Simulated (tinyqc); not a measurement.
The weight eta from points of equal mobility.

Inverse problem. If the mobility depends on E = q (Ndep + eta Ns)/(eps0 eps_r) alone, two points of equal mobility on its falling branch have equal E. Find eta and E.

Values chosen for this exercise:
- eps_r = 11.5 (relative permittivity of the semiconductor)

Constants: q = 1.602176634e-19 C, eps0 = 8.8541878128e-14 F/cm where lengths are in cm. Results are converted to the units shown.

Ndep at two body biases (cm^-2): [1.8671655e12, 3.0025688e12]
Ns at which the mobility is the same (cm^-2): [1.1e13, 7.5593839e12]

Answer. eta is the ratio of the differences of Ndep and Ns.

eta = 0.3300
E = 0.8650 MV/cm

Numbers from tinyqc (`OMP_NUM_THREADS=1 python tinyqc.py 2510173 2510174 out.jsonl`; about 0.01 s on one thread of a shared Intel Xeon 2.30GHz).
